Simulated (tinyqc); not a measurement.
Inside a calculation. Method: RKS/LDA (PW92) in the sto-3g basis, for BeH2, spin multiplicity 1. Computed by tinyqc, a small Python program that keeps every step (integrals from PySCF). Settings: charge = 0, multiplicity = 1, basis = sto-3g, energy threshold = 1e-10, iteration cap = 90, orthogonalisation = symmetric, start = core, DIIS depth = 6, method = RKS, functional = lda,pw, grid = [10, 14]. Command: `OMP_NUM_THREADS=1 python tinyqc.py 26748 26749 out.jsonl` (the two numbers bound the seeds that draw the settings). One thread of a shared host (Intel(R) Xeon(R) Processor @ 2.60GHz), about 0.5 s of CPU time with the checks.

Geometry (angstrom):
```
atom        x         y        z
Be    0.00000   0.00000  0.00000
H     0.00000   1.49100  0.00000
H     0.00000  -1.49100  0.00000
```

Stop when the energy changes by less than 1e-10 hartree and every element of the error matrix X^T (F D S - S D F) X is below 3e-06.

Course of the cycle:
```
iteration  E (hartree)     change  largest element of the error matrix
1          -14.8457791          -                             5.44e-01
2          -15.2685101  -4.23e-01                             2.83e-01
3          -15.4628170  -1.94e-01                             1.88e-02
4          -15.4634157  -5.99e-04                             2.66e-04
5          -15.4634158  -1.31e-07                             2.98e-05
6          -15.4634158  -1.70e-09                             3.69e-06
7          -15.4634158  -2.49e-11                             1.18e-06
```

Can the last value be used, and what does the course show?

Yes. Converged in 7 iterations. The coarse grid moves the energy by -3.70e-02 hartree. PySCF RKS in the same basis, fine grid = -15.4264512 hartree, which differs from a converged run on this coarse grid by the grid error.
